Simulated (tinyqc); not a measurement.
From results back to parameters: two-band massive Dirac model of the K valleys. Five cases, with inputs chosen for the exercise.

Problem. In the valley model H = [[D/2, a t (kx - i ky)], [a t (kx + i ky), -D/2 + lam sz]], sz = +/-1, a t is hbar v. The gaps of the two spins, A and B, are G = D - lam and D + lam, the band-edge mass of A is c (D - lam)/(a t)^2, c = hbar^2/2m0, and its Berry curvature at the edge is 2 (a t)^2/G^2 in size. The values below come from hidden D, lam and t.

Constants: hbar^2/2m0 = 3.80998211 eV angstrom^2.

Case 1.

Values chosen (out of a larger set: near those used for monolayer MoSe2; not measured data): a = 3.316 angstrom (lattice constant).

gaps (eV): A 1.3240, B 1.4960

mass of A = 0.458756 m0

Case 2.

Values chosen (out of a larger set: near those used for monolayer WSe2; not measured data): a = 3.301 angstrom (lattice constant).

gaps (eV): A 1.3660, B 1.7740

mass of A = 0.374047 m0

Case 3.

Values chosen (out of a larger set: near those used for monolayer WS2; not measured data): a = 3.189 angstrom (lattice constant).

gaps (eV): A 1.6720, B 2.0480

mass of A = 0.306322 m0

Case 4.

Values chosen (out of a larger set: near those used for monolayer WSe2; not measured data): a = 3.313 angstrom (lattice constant).

gaps (eV): A 1.3280, B 1.8120

mass of A = 0.290360 m0

Case 5.

Values chosen (out of a larger set: near those used for monolayer MoS2; not measured data): a = 3.199 angstrom (lattice constant).

gaps (eV): A 1.5600, B 1.7200

mass of A = 0.431622 m0

Find: D, lam, t; |Omega| at the A edge.

Solution. The mean of the gaps is D and half their difference lam; a t = sqrt(c G_A/m). The curvature 2 (a t)^2/G^2 equals 2c/(m G).

Case 1.

D, lam, t (eV): 1.410  0.086  1.000

|Omega| at the A edge = 12.545 angstrom^2

Case 2.

D, lam, t (eV): 1.570  0.204  1.130

|Omega| at the A edge = 14.913 angstrom^2

Case 3.

D, lam, t (eV): 1.860  0.188  1.430

|Omega| at the A edge = 14.878 angstrom^2

Case 4.

D, lam, t (eV): 1.570  0.242  1.260

|Omega| at the A edge = 19.761 angstrom^2

Case 5.

D, lam, t (eV): 1.640  0.080  1.160

|Omega| at the A edge = 11.317 angstrom^2

Computed by tinyqc, one run a case: `OMP_NUM_THREADS=1 python tinyqc.py N N+1 out.jsonl` with N = 1452489, 1452509, 1452525, 1452535, 1452578; one thread of a shared Intel(R) Xeon(R) Processor @ 2.30GHz, about 0.01 s a run at most.
